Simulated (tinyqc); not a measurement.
# Haynes-Shockley experiment: what a collector records, against the sweep field along the drift

A sheet injected at x = 0, t = 0 gives at x = L the signal n(t) = N0 exp(-t/tau - (L - v t)^2/(4 D t))/sqrt(4 pi D t), D = mu Vt, v = mu F. Its peak lies at tp = [-D + sqrt(D^2 + u^2 L^2)]/u^2, u^2 = v^2 + 4 D/tau; dt is the full width at half height. Simple readings: mobility L/(F tp), diffusion coefficient (L dt/tp)^2/(16 ln 2 tp). Area v times the integral of n over N0: (v/u) exp(L (v - u)/(2 D)).

Parameters, values chosen for the exercise: temperature T = 300 K; minority-carrier mobility mu = 200 cm^2/(V s); lifetime tau = 0.00013 s; distance from injector to collector L = 1400 um.

Constants: q = 1.602176634e-19 C, kB = 1.380649e-23 J/K, Vt = kB T/q. Results are converted to the units shown.

Haynes-Shockley experiment: what a collector records, against the sweep field along the drift:

| F (V/cm) | L/v (us) | tp (us) | dt (us) | apparent mobility (cm^2/(V s)) | apparent D (cm^2/s) | area | exp(-L/(v tau)) |
|---|---|---|---|---|---|---|---|
| 0.75 | 933.3 | 301.3 | 304.6 | 619.5 | 5.994 | 0.008374 | 7.621e-4 |
| 1.3 | 538.5 | 272.1 | 259.4 | 395.8 | 5.901 | 0.02928 | 0.01589 |
| 2.3 | 304.3 | 216.4 | 181.3 | 281.3 | 5.733 | 0.1007 | 0.09622 |
| 3.9 | 179.5 | 153.2 | 106.3 | 234.3 | 5.555 | 0.2425 | 0.2514 |
| 6.9 | 101.4 | 94.99 | 51.18 | 213.6 | 5.401 | 0.4472 | 0.4582 |
| 12 | 58.33 | 56.68 | 23.38 | 205.8 | 5.305 | 0.6317 | 0.6384 |
| 21 | 33.33 | 32.89 | 10.28 | 202.7 | 5.248 | 0.7708 | 0.7738 |
| 36 | 19.44 | 19.32 | 4.612 | 201.3 | 5.215 | 0.8599 | 0.8611 |

True values: mu = 200 cm^2/(V s), D = 5.17 cm^2/s. The apparent mobility is 3.10 times the true one in the first row and 0.67 % above it in the last, and the apparent D 16 % above and 0.87 % above D. The peak always comes before L/v, since spreading and decay both weigh down the later part of the signal; the shift is 68 % and 0.66 % in these rows.

Program tinyqc, `OMP_NUM_THREADS=1 python tinyqc.py 2310134 2310135 out.jsonl`; Intel Xeon 2.30GHz, shared host, one thread, about 0.01 s.
